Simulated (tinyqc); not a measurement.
## Exponent and activation energy from three stresses

Question. Oxide breakdown follows t63 = a V^(-n) exp(Ea q/(kB T)). Find n, Ea and the E-model slope gamma = n/E (cm/MV) at the higher voltage, E = V/tox.

Values chosen for this exercise:
```
symbol,value,unit,meaning
tox,7.1,nm,oxide thickness
```

Constants: q = 1.602176634e-19 C, kB = 1.380649e-23 J/K. Results are converted to the units shown.

t63 at (6.17 V, 373 K), (8.36 V, 373 K) and (8.36 V, 398 K) (s): 56046.436  0.077848557  0.011468705

Solution. The two voltages give n and the two temperatures Ea.

n = 44.4
Ea = 0.980 eV
gamma = 3.77 cm/MV

tinyqc, about 0.01 s, one thread, Intel Xeon 2.30GHz (shared host): `OMP_NUM_THREADS=1 python tinyqc.py 2070133 2070134 out.jsonl`
